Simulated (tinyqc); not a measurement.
# Monte Carlo simulation of one carrier in a uniform electric field, step by step

A worked calculation. Computed by tinyqc, a small Python program that keeps every step. Command: `OMP_NUM_THREADS=1 python tinyqc.py 3001653 3001654 out.jsonl mcfl walk`. One thread of a shared host (Intel(R) Xeon(R) Processor @ 2.30GHz), about 3 s of CPU time with the checks. Intermediate numbers are printed to about 6 digits and carried at full precision; extremes and crossings named in words are read from the listed rows.

The force e F acts along +z. Flights end at the constant total rate Gamma; the part of Gamma that the real rates do not fill is self-scattering, which leaves k unchanged. One valley, no impurities and no intervalley scattering.

Inputs (values chosen for the exercise, for a model polar semiconductor):
```
quantity                                             value    unit
effective mass m                                     0.053     m_0
non-parabolicity alpha                                0.61    1/eV
static permittivity eps_s                             8.24       -
high-frequency permittivity eps_inf                   6.02       -
density rho                                           6290  kg/m^3
sound velocity v_l                                    4570     m/s
acoustic deformation potential D_A                      12      eV
optical phonon energy hbar w                          31.5     meV
lattice temperature T                                  300       K
electric field F                                      0.35   kV/cm
energy E_max up to which Gamma must cover the rates    0.6      eV
seed of the random numbers                           96322       -
```

Crystal: polar. Band: Kane.

starting wave vector (1/nm): 0.26  -0.2  0.17

Constants: k_B = 1.380649e-23 J/K; e = 1.602176634e-19 C; hbar = 1.054571817e-34 J s; m_0 = 9.1093837015e-31 kg; hbar = 6.582119569e-16 eV s; eps_0 = 8.8541878128e-12 F/m; k_B = 8.617333262e-05 eV/K.

## Total rate Gamma

Kane band: hbar^2 k^2/(2 m) = E (1 + alpha E), speed v = hbar k/(m (1 + 2 alpha E)), states per spin, volume and energy g(E) = m k (1 + 2 alpha E)/(2 pi^2 hbar^2); overlap factors are set to 1. Masses are multiplied by m_0 and all formulas are in SI units. Phonon occupation N_q = 1/(exp(hbar w/(k_B T)) - 1). Acoustic deformation potential (elastic, equipartition, absorption and emission together): 1/tau = 2 pi k_B T D_A^2 g(E)/(hbar rho v_l^2). Polar optical, unscreened: W = e^2 w (1/eps_inf - 1/eps_s) m (1 + 2 alpha E') ln|(k + k')/(k - k')| / (4 pi eps_0 hbar^2 k), times N_q for absorption (E' = E + hbar w) and N_q + 1 for emission (E' = E - hbar w > 0), with alpha = 0 for a parabolic band; mean cosine of the angle <cos> = (k^2 + k'^2)/(2 k k') - 1/ln|(k + k')/(k - k')|. Gamma is 1.05 times the largest total rate on the grid E = (j + 1/2) E_max/400, j = 0..399.

largest total rate = 28.6451 1e12/s

energy of the largest rate = 599.25 meV

Gamma = 30.0774 1e12/s

## Flight 1

Random numbers (0.02 to 0.98, from up to 60 sets tried for early real events), one row a flight:
```
       r1      r2      r3      r4
1  0.0325  0.5692  0.2365  0.2685
2  0.0927  0.6567  0.1348  0.8297
3  0.8100  0.5316  0.9424  0.1488
4  0.0460  0.5070  0.1437  0.6154
5  0.7055  0.2358  0.3433  0.6070
6  0.2640  0.0200  0.9594  0.0389
7  0.5824  0.6645  0.2859  0.6195
```

Flight: t = -ln(r1)/Gamma; k_z grows by e F t/hbar; E follows from the band; dz = (E_end - E_start)/(e F). Use row 1 of the random numbers.

flight time t = 113.923 fs

k at the end of the flight (1/nm): 0.260000  -0.200000  0.176058

energy at the end = 94.2171 meV

displacement dz = 38.6465 nm

## Scattering event 1

Choice: with cumulative rates in the order acoustic, absorption, emission, the process is the first whose sum exceeds r2 Gamma; if none, self-scattering. Final state: E' = E, E + hbar w or E - hbar w gives k'. Isotropic processes: cos(theta) = 1 - 2 r3 from the z axis, phi = 2 pi r4, k' (sin theta cos phi, sin theta sin phi, cos theta). Polar processes: cos(b) = [1 + xi - (1 + 2 xi)^r3]/xi, xi = 2 k k'/(k - k')^2, b from the old direction n; new direction cos b n + sin b (cos phi e1 + sin phi e2), e1 = (z x n)/|z x n|, e2 = n x e1.

cumulative rates (1e12/s): acoustic 0.6339, absorption 7.8068, emission 27.5783

r2 Gamma = 17.1201 1e12/s

Process chosen: emission

k after event 1, the start of the next flight (1/nm): 0.162517  -0.137779  0.212574

## Flight 2

Use row 2 of the random numbers.

flight time t = 79.0755 fs

k at the end of the flight (1/nm): 0.162517  -0.137779  0.216778

energy at the end = 63.9218 meV

displacement dz = 34.4208 nm

## Scattering event 2

The formulas are those given above.

cumulative rates (1e12/s): acoustic 0.5004, absorption 7.9754, emission 26.2731

r2 Gamma = 19.7518 1e12/s

Process chosen: emission

k after event 2, the start of the next flight (1/nm): 0.156054  -0.095819  0.111622

## All printed flights

Drift estimate: sum dz / sum t.

Flights:
```
flight   t (fs)  E at the end (meV)  dz (nm)          process  k_x (1/nm)  k_y (1/nm)  k_z (1/nm)
1       113.923             94.2171  38.6465         emission    0.162517   -0.137779    0.212574
2        79.076             63.9218  34.4208         emission    0.156054   -0.095819    0.111622
3         7.006             32.4794   1.6459  self-scattering    0.156054   -0.095819    0.111995
4       102.373             33.3426  24.6619  self-scattering    0.156054   -0.095819    0.117438
5        11.598             33.4429   2.8663       absorption    0.169593   -0.247927    0.060748
6        44.279             65.1371   5.5491       absorption    0.081868    0.367959    0.016073
7        17.974             96.6575   0.5812         emission    0.136451    0.269105   -0.056620
```

drift estimate from these flights = 288047 m/s

2 of the 7 flights end in self-scattering. So few flights say little about the drift velocity: the estimate is noise at this length.

## Low-field mobility from the linear Boltzmann equation

On the grid E_j = (j + 1/2) hbar w/12 up to 20 k_B T + 2 hbar w, solve (sum of rates) l(E) = v(E) + W_abs <cos> l(E + hbar w) + W_em <cos> l(E - hbar w); mu_0 = e sum g v l exp(-E/k_B T)/(3 k_B T sum g exp(-E/k_B T)).

low-field mobility mu_0 = 3225.30 cm^2/(V s)

## Long runs: velocity against field

Each row: 250 carriers from a thermal start, 1600 flights each, the first half discarded, random numbers not printed; the error is the standard error over ten groups; the mean energy is taken at the ends of flights, which sample time evenly. Fields at which more than 0.02 % of the events exceed Gamma are left out.

Monte Carlo results:
```
F (kV/cm)  drift velocity (1e5 m/s)  error (1e5 m/s)  mu_0 F (1e5 m/s)  mean energy (meV)  real events (%)
0.087                        0.0192            0.017          0.028060               39.9             53.6
0.170                        0.0442            0.018          0.054830               40.1             53.5
0.350                        0.1080            0.018          0.112886               40.2             53.6
0.700                        0.2220            0.015          0.225771               40.1             53.7
1.400                        0.4530            0.018          0.451542               40.9             54.1
```

At the lowest field the drift velocity is 0.68 +/- 0.61 of the ohmic value mu_0 F, at the highest 1.00 +/- 0.04. The mean energy goes from 40 to 41 meV against the parabolic-band thermal value 3 k_B T/2 = 39 meV: the curve ends near the ohmic line. Only 54 to 54 % of the events are real; the rest is the price of a constant Gamma.

Checks made by the program: energy gained in the printed flights against e F dz (relative difference below 1e-10).
